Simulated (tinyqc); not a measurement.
Surface Green function of a zigzag honeycomb ribbon two chains wide, Sancho-Rubio decimation: one step of the calculation.

A semi-infinite lead of cells 0, 1, 2, ... with H0 inside a cell and H1 = <cell i|H|cell i + 1>. Cell of four sites joined 1-2-3-4 by -t; site 2 joins site 1 of the next cell and site 3 joins site 4 of the next cell. z = E + i eta.

Task. Self-energy, Dyson check and densities of states. Sigma = H1 g_s H1^dagger is what the lead adds to one more cell, and (z - H0 - Sigma)^(-1) must give g_s back. Densities of states: -Im of the diagonals over pi.

Inputs (values chosen for the exercise):
- E = -2.32 eV (energy)
- eta = 0.05 eV (broadening)

H0 (eV):
```
      1      2     3      4
1  0.21     -1     0      0
2    -1  -0.21    -1      0
3     0     -1  0.21     -1
4     0      0    -1  -0.21
```

H1 (eV):
```
    1  2  3   4
1   0  0  0   0
2  -1  0  0   0
3   0  0  0  -1
4   0  0  0   0
```

converged surface Green function g_s (1/eV):
```
                         1                        2                        3                        4
1  -0.51873058-0.16517726i  -0.32064724-0.39196193i  -0.12684961-0.34881236i  -0.05616936-0.16664494i
2  -0.32064724-0.39196193i  -0.83083561-0.97563131i  -0.33837012-0.87615280i  -0.15044074-0.41880324i
3  -0.12684961-0.34881236i  -0.33837012-0.87615280i  -0.69616377-0.81100730i  -0.32064724-0.39196193i
4  -0.05616936-0.16664494i  -0.15044074-0.41880324i  -0.32064724-0.39196193i  -0.62114838-0.20048310i
```

converged bulk Green function (1/eV):
```
                         1                        2                        3                        4
1  -0.32090314-0.35505917i   0.08518105-0.44112727i   0.28075135-0.39009651i   0.27472283-0.36324971i
2   0.08518105-0.44112727i  -0.29876279-0.73635614i   0.16243061-0.65651878i   0.33844314-0.46637895i
3   0.28075135-0.39009651i   0.16243061-0.65651878i  -0.25160005-0.61318313i   0.08518105-0.44112727i
4   0.27472283-0.36324971i   0.33844314-0.46637895i   0.08518105-0.44112727i  -0.38306991-0.42720760i
```

Wanted: Sigma; (z - H0 - Sigma)^(-1); surface density of states; bulk density of states.

Result.

Sigma (eV):
```
                1                2                3               4
1  0.0000+0.0000i   0.0000+0.0000i   0.0000+0.0000i  0.0000+0.0000i
2  0.0000+0.0000i  -0.5187-0.1652i  -0.0562-0.1666i  0.0000+0.0000i
3  0.0000+0.0000i  -0.0562-0.1666i  -0.6211-0.2005i  0.0000+0.0000i
4  0.0000+0.0000i   0.0000+0.0000i   0.0000+0.0000i  0.0000+0.0000i
```

(z - H0 - Sigma)^(-1) (1/eV):
```
                 1                2                3                4
1  -0.5187-0.1652i  -0.3206-0.3920i  -0.1268-0.3488i  -0.0562-0.1666i
2  -0.3206-0.3920i  -0.8308-0.9756i  -0.3384-0.8762i  -0.1504-0.4188i
3  -0.1268-0.3488i  -0.3384-0.8762i  -0.6962-0.8110i  -0.3206-0.3920i
4  -0.0562-0.1666i  -0.1504-0.4188i  -0.3206-0.3920i  -0.6211-0.2005i
```

```
orbital  surface density of states (1/eV)  bulk density of states (1/eV)
1                                  0.0526                         0.1130
2                                  0.3106                         0.2344
3                                  0.2582                         0.1952
4                                  0.0638                         0.1360
```

Program tinyqc, `OMP_NUM_THREADS=1 python tinyqc.py 2680038 2680039 out.jsonl`; Intel Xeon 2.30GHz, shared host, one thread, about 0.04 s.
